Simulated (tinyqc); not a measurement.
From results back to parameters: special k points of the bcc lattice. Two cases, with inputs chosen for the exercise.

Problem. E(k) = -sqrt(D^2 + (e0 - t A_1(k))^2) with A_1 = 8 at Gamma and A_1 = 0 at b1/2; t > 0 and D > 0 are hidden.

Case 1.

Values chosen: e0 = 1.69 eV (offset).
E at Gamma = -3.116424 eV
E at b1/2 = -2.618416 eV

Case 2.

Values chosen: e0 = 1.65 eV (offset).
E at Gamma = -3.018377 eV
E at b1/2 = -2.263846 eV

Find: t; D.

Solution. The difference of the squares is 64 t^2 - 16 e0 t; it is positive, so the quadratic has one positive root t; D^2 follows from either energy.

Case 1.

t = 0.510 eV
D = 2.000 eV

Case 2.

t = 0.530 eV
D = 1.550 eV

Computed by tinyqc, one run a case: `OMP_NUM_THREADS=1 python tinyqc.py N N+1 out.jsonl` with N = 1680083, 1680604; one thread of a shared Intel(R) Xeon(R) Processor @ 2.30GHz, about 0.2 s a run at most.
